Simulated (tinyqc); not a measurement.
G0W0 on RHF in the sto-3g basis, for H6, spin multiplicity 1, step by step. One step of it, computed by the program tinyqc.

Problem. G0W0 on Hartree-Fock: HOMO. W(p,q,m) = sqrt2 sum_ia (pq|ia) (X+Y)_ia,m; Sigma_c(x) = sum_(i,m) W^2/(x - e_i + w_m) + sum_(a,m) W^2/(x - e_a - w_m); solve x = e_p + Sigma_c(x) by Newton steps; Z = 1/(1 - dSigma/dx); 1 hartree = 27.211386 eV.

orbital energies (hartree): [-0.568872, -0.486470, -0.373559, 0.244424, 0.472348, 0.716143]

Two-electron integrals over orbitals (pq|rs), unique and non-zero (hartree):
```
(11|11) 0.380076    (21|21) 0.124356    (22|11) 0.298924    (22|22) 0.357206
(31|11) 0.076173    (31|22) -0.054441   (31|31) 0.123254    (32|21) -0.116494
(32|32) 0.133834    (33|11) 0.350175    (33|22) 0.312269    (33|31) 0.039297
(33|33) 0.349090    (41|21) 0.036779    (41|32) 0.007277    (41|41) 0.083214
(42|11) 0.054813    (42|22) -0.003614   (42|31) 0.049233    (42|33) 0.011270
(42|42) 0.072582    (43|21) 0.060735    (43|32) -0.058001   (43|41) 0.016293
(43|43) 0.081339    (44|11) 0.350244    (44|22) 0.311926    (44|31) 0.037643
(44|33) 0.341666    (44|42) 0.017892    (44|44) 0.353421    (51|11) 0.008788
(51|22) 0.026901    (51|31) -0.022560   (51|33) -0.011122   (51|42) 0.040195
(51|44) -0.004829   (51|51) 0.050146    (52|21) 0.023646    (52|32) 0.005676
(52|41) 0.056409    (52|43) -0.042384   (52|52) 0.093325    (53|11) -0.060627
(53|22) -0.000871   (53|31) -0.051927   (53|33) -0.021379   (53|42) -0.070206
(53|44) -0.017915   (53|51) -0.036884   (53|53) 0.074189    (54|21) 0.116533
(54|32) -0.129130   (54|41) -0.001465   (54|43) 0.059451    (54|52) -0.004820
(54|54) 0.137001    (55|11) 0.309952    (55|22) 0.361217    (55|31) -0.047750
(55|33) 0.321432    (55|42) -0.000602   (55|44) 0.328090    (55|51) 0.027103
(55|53) -0.002145   (55|55) 0.381404    (61|21) 0.001621    (61|32) 0.015260
(61|41) 0.029882    (61|43) 0.054790    (61|52) -0.035535   (61|54) -0.013246
(61|61) 0.070299    (62|11) -0.012994   (62|22) -0.030417   (62|31) 0.020761
(62|33) 0.003336    (62|42) -0.038110   (62|44) 0.005440    (62|51) -0.047668
(62|53) 0.040007    (62|55) -0.029863   (62|62) 0.049540    (63|21) 0.039588
(63|32) 0.000952    (63|41) 0.080930    (63|43) 0.017750    (63|52) 0.057205
(63|54) -0.002230   (63|61) 0.029335    (63|63) 0.085364    (64|11) 0.078238
(64|22) -0.049021   (64|31) 0.119913    (64|33) 0.040599    (64|42) 0.051582
(64|44) 0.041535    (64|51) -0.020179   (64|53) -0.053434   (64|55) -0.051140
(64|62) 0.020034    (64|64) 0.128623    (65|21) -0.127882   (65|32) 0.120938
(65|41) -0.038356   (65|43) -0.064620   (65|52) -0.024655   (65|54) -0.125772
(65|61) -0.002572   (65|63) -0.043333   (65|65) 0.142043    (66|11) 0.401198
(66|22) 0.316378    (66|31) 0.080573    (66|33) 0.371456    (66|42) 0.059841
(66|44) 0.377748    (66|51) 0.010399    (66|53) -0.066699   (66|55) 0.335648
(66|62) -0.014960   (66|64) 0.087752    (66|66) 0.442520
```

excitation energies w (hartree): [0.726414, 0.778146, 0.884183, 0.988469, 1.057260, 1.109320, 1.347396, 1.370180, 1.456639]

X + Y, order 1>4, 1>5, 1>6, 2>4, 2>5, 2>6, 3>4, 3>5, 3>6:
```
[[-0.158395, 0.000000, 0.873444, 0.000000, 0.078406, 0.000000, 0.260654, 0.000000, 0.124232],
 [0.000000, -0.080298, 0.000000, 0.450984, 0.000000, 0.766095, 0.000000, -0.366554, 0.000000],
 [-0.117915, 0.000000, -0.137494, 0.000000, 0.268568, 0.000000, -0.247339, 0.000000, 0.868809],
 [0.000000, 0.840854, 0.000000, -0.350920, 0.000000, 0.155195, 0.000000, -0.153475, 0.000000],
 [0.232650, 0.000000, -0.235649, 0.000000, 0.751118, 0.000000, 0.446866, 0.000000, -0.057740],
 [0.000000, 0.034377, 0.000000, -0.143451, 0.000000, 0.544066, 0.000000, 0.789009, 0.000000],
 [0.887941, 0.000000, 0.138644, 0.000000, -0.117828, 0.000000, -0.033115, 0.000000, 0.091133],
 [0.000000, 0.512559, 0.000000, 0.730440, 0.000000, -0.222824, 0.000000, 0.207520, 0.000000],
 [-0.054037, 0.000000, -0.311797, 0.000000, -0.543699, 0.000000, 0.661026, 0.000000, 0.262452]]
```

Give: The 12 largest terms at x = e_p; Newton steps; quasiparticle energy of the HOMO; Hartree-Fock value.

Solution.

The 12 largest terms at x = e_p (hartree; W for the signs of X + Y given):
```
q  m        W     term
1  4  -0.0967   0.0079
6  7   0.1347  -0.0074
2  1  -0.0752   0.0067
5  8   0.1008  -0.0046
4  1   0.0741  -0.0041
4  9   0.0907  -0.0040
5  4   0.0798  -0.0035
6  9   0.0796  -0.0025
4  5  -0.0496  -0.0015
3  4  -0.0354   0.0013
5  6  -0.0480  -0.0012
6  3   0.0410  -0.0009
```

Newton steps (hartree):
```
step        x  Sigma_c(x)       Z
0     -0.3736     -0.0137  0.9680
1     -0.3868     -0.0132  0.9677
2     -0.3868     -0.0132  0.9677
```

quasiparticle energy of the HOMO = -10.5246 eV

Hartree-Fock value = -10.1651 eV
